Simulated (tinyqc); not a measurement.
## Ground and coupling capacitance from two measurements

Problem. A line has Cg to the planes and Cc to each of two neighbours. Find Cg, Cc, the load when both neighbours switch in antiphase, and the pulse on the line when it floats and both neighbours swing by Vx.

Parameters, values chosen for the exercise:

| symbol | value | unit | meaning |
|---|---|---|---|
| Vx | 1 | V | swing |

capacitance with neighbours driven alike and with neighbours grounded (aF/um): 66  142

Solution. Driven alike, Cc carries no charge, which leaves Cg; grounded neighbours give Cg + 2 Cc, antiphase Cg + 4 Cc; a floating line divides the swing as 2 Cc/(Cg + 2 Cc).

Cg = 66.0 aF/um
Cc = 38.0 aF/um
load in antiphase = 218 aF/um
pulse = 0.535 V

Program tinyqc, `OMP_NUM_THREADS=1 python tinyqc.py 2790186 2790187 out.jsonl`; Intel Xeon 2.30GHz, shared host, one thread, about 0.4 s.
